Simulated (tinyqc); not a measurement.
What moves the results: density of states of one tight-binding band on the simple cubic lattice. A value that a table varies takes the place of the one given here.

E(k) = -2 t (c1 + c2 + c3) - 4 t2 (c1 c2 + c2 c3 + c3 c1) with ci = cos(2 pi ki); k in fractions of the reciprocal vectors, mesh k_i = j/N with j = 0 .. N-1. Densities are per cell and per spin, so the band holds one state.

Each cube of the mesh, corners numbered 0 to 7 as the binary number (i j l), is cut into six tetrahedra around the diagonal 0-7: 0137, 0157, 0237, 0267, 0457, 0467. For corner energies e1 <= e2 <= e3 <= e4 and eij = ei - ej, the share of the tetrahedron below E is n = (E - e1)^3/(e21 e31 e41) for e1 < E < e2; n = [e21^2 + 3 e21 x + 3 x^2 - (e31 + e42) x^3/(e32 e42)]/(e31 e41) with x = E - e2 for e2 < E < e3; n = 1 - (e4 - E)^3/(e41 e42 e43) for e3 < E < e4; its density of states is g = dn/dE.

Gaussian broadening: g(E) = mean over the mesh of exp(-(E - E_k)^2/(2 sigma^2))/(sigma sqrt(2 pi)), n(E) = mean of erfc((E_k - E)/(sigma sqrt 2))/2.

Parameters, chosen for this exercise: t = 1.39 eV (nearest hopping); t2 = 0.13 eV (second hopping); N2 = 10 (mesh points along each axis in this comparison); sigma = 0.695 eV (Gaussian width); E = -5.2 eV (energy at which the density is wanted).

## Three ways to the same curve

N = N2 here; the reference is the linear method with N = 36.

g(E) (1/eV):
```
E (eV),reference,linear tetrahedra,"Gaussian, sigma","Gaussian, sigma/4",reference n(E)
-8.383,0.013,0.012,0.013,0.025,0.013
-6.867,0.022,0.022,0.024,0.018,0.040
-5.350,0.033,0.033,0.030,0.001,0.081
-3.834,0.049,0.050,0.050,0.048,0.142
-2.317,0.086,0.088,0.086,0.145,0.238
-0.801,0.100,0.104,0.102,0.144,0.386
0.715,0.105,0.107,0.104,0.138,0.541
2.232,0.111,0.112,0.109,0.148,0.704
3.748,0.081,0.079,0.085,0.106,0.868
5.264,0.043,0.042,0.044,0.053,0.959
```

Root-mean-square errors against the reference: 0.0019 for linear tetrahedra, 0.0021 for sigma and 0.0313 for sigma/4. The narrow Gaussian is worse than the wide one, because it resolves the separate mesh levels. The reference is highest at 2.232 eV of the energies listed, and half filling lies between -0.801 and 0.715 eV.

## Convergence with the mesh

At the energy E; the plain count is the share of mesh points below E; the reference is the linear method with N = 36.

Results:
```
N,points,g linear,n linear,g Gaussian,n Gaussian,n plain count
4,64,0.0300,0.0443,0.0244,0.0998,0.1094
6,216,0.0331,0.0701,0.0304,0.0925,0.0880
8,512,0.0341,0.0767,0.0403,0.0876,0.0645
12,1728,0.0344,0.0824,0.0345,0.0891,0.0990
16,4096,0.0342,0.0843,0.0349,0.0889,0.0833
20,8000,0.0343,0.0852,0.0348,0.0888,0.0924
```

reference n and g: 0.0862  0.0343

The linear n(E) stays within 0.002 of the reference from N = 16 on. The Gaussian g stays within 1 % of its last value from N = 12 on; it tends to the broadened curve, not the true one. At the last mesh it lies +0.001 1/eV from the reference g and the linear g 0.000. The plain count errs by +0.0061 at the last mesh.

## Critical points

The gradient vanishes at these points by symmetry; the signs of the eigenvalues of the second-derivative matrix give the type.

Critical points:
```
point,k,E (eV),positive,negative,type
Gamma,"(0, 0, 0)",-9.9000,3,0,minimum
X,"(0.5, 0, 0)",-2.2600,2,1,saddle
M,"(0.5, 0.5, 0)",3.3000,1,2,saddle
R,"(0.5, 0.5, 0.5)",6.7800,0,3,maximum
```

Gamma is a minimum at -9.900 eV: its contribution to g starts as a square root. X is a saddle at -2.260 eV: g has a square-root kink there. M is a saddle at 3.300 eV: g has a square-root kink there. R is a maximum at 6.780 eV: its contribution to g ends as a square root.

## What moves the count of states

Linear method and Gaussian sum with N = 14. Each row changes one parameter from the base and keeps the others.

Results:
```
case,n linear,g linear (1/eV),n Gaussian,g Gaussian (1/eV)
base,0.0835,0.0341,0.0888,0.0348
t = 1.529 eV,0.0995,0.0356,0.1049,0.0361
E = -5.061 eV,0.0883,0.0353,0.0937,0.0361
sigma = 1.39 eV,0.0835,0.0341,0.0958,0.0370
t2 = 0.2 eV,0.0905,0.0322,0.0954,0.0328
```

The largest shifts from the base row, up to three for each result and ties (the steps differ in size, so this ranks the rows, not the parameters). n linear: t +0.0161, t2 +0.0070, E +0.0048; unchanged at the printed digits by sigma. g linear (1/eV): t2 -0.0019, t +0.0016, E +0.0013; unchanged at the printed digits by sigma. n Gaussian: t +0.0161, sigma +0.0070, t2 +0.0066. g Gaussian (1/eV): sigma +0.0022, t2 -0.0021, E +0.0013.

Program tinyqc; command `OMP_NUM_THREADS=1 python tinyqc.py 1680104 1680105 out.jsonl`; about 0.2 s on one thread of a shared Intel(R) Xeon(R) Processor @ 2.30GHz.
